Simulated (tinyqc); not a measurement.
Mobility of a non-polar semiconductor in the relaxation-time approximation: one step, computed by the program tinyqc. Command: `OMP_NUM_THREADS=1 python tinyqc.py 3030463 3030464 out.jsonl rta walk`. One thread of a shared host (Intel(R) Xeon(R) Processor @ 2.30GHz), about 0.01 s of CPU time with the checks.

Each valley is treated as a sphere of mass m_d for states and rates, with one isotropic relaxation time; the conductivity mass m_c sets the current.

Problem. Rates at a few energies. Parabolic band: E = hbar^2 k^2/(2 m), speed v = hbar k/m, states per spin, volume and energy g(E) = m k/(2 pi^2 hbar^2). Here m = m_d. Masses are multiplied by m_0 and all formulas are in SI units. Phonon occupation N_q = 1/(exp(hbar w/(k_B T)) - 1). Acoustic deformation potential (elastic, equipartition, absorption and emission together): 1/tau = 2 pi k_B T D_A^2 g(E)/(hbar rho v_l^2). Optical or intervalley deformation potential: 1/tau = (pi Z_f D_o^2/(rho w)) [N_q g(E + hbar w) + (N_q + 1) g(E - hbar w)], with g = 0 below the band edge. Each optical term is multiplied by (1 - f(E'))/(1 - f(E)), E' the final energy, for Pauli blocking. Singly charged impurities, momentum relaxation: 1/tau = N_I e^4 m (1 + 2 alpha E) Phi/(8 pi (eps_s eps_0)^2 hbar^3 k^3), with alpha = 0 for a parabolic band. Brooks-Herring: Phi = ln(1 + b) - b/(1 + b), b = 4 k^2 L_s^2. Alloy disorder: 1/tau = (2 pi/hbar) Omega x (1 - x) U^2 g(E), Omega = a^3/4 (other conventions for Omega rescale U).

Inputs (values chosen for the exercise, for a model non-polar semiconductor): static permittivity eps_s = 12.3; density rho = 5740 kg/m^3; sound velocity v_l = 6580 m/s; acoustic deformation potential D_A = 5.7 eV; phonon energy hbar w = 22 meV; optical or intervalley deformation potential D_o = 6.1 1e8 eV/cm; final valleys Z_f = 5; temperature T = 300 K; alloy fraction x = 0.27; alloy potential U = 1.2 eV; lattice constant a = 5.52 angstrom.

Band: parabolic. Impurity formula: Brooks-Herring. Further scattering: alloy.

reduced Fermi level eta = -8.185319

density-of-states mass m_d = 0.7636208 m_0

ionised impurity density N_I = 2.80e+16 1/cm^3

screening length L_s = 25.05308 nm

Constants: k_B = 8.617333262e-05 eV/K; k_B = 1.380649e-23 J/K; e = 1.602176634e-19 C; hbar = 1.054571817e-34 J s; m_0 = 9.1093837015e-31 kg; hbar = 6.582119569e-16 eV s; eps_0 = 8.8541878128e-12 F/m.

Give: Rates (1e12/s) at E = (max(eta, 0) + 0.5, 1, 2, 4) k_B T.

Solution.

Rates (1e12/s) at E = (max(eta, 0) + 0.5, 1, 2, 4) k_B T:
```
E (meV)  acoustic  optical  ionised impurity  alloy
12.9        1.336    15.45             1.526  29.44
25.9        1.889    30.10             0.608  41.63
51.7        2.671    55.81             0.239  58.88
103.4       3.778    84.52             0.093  83.27
```
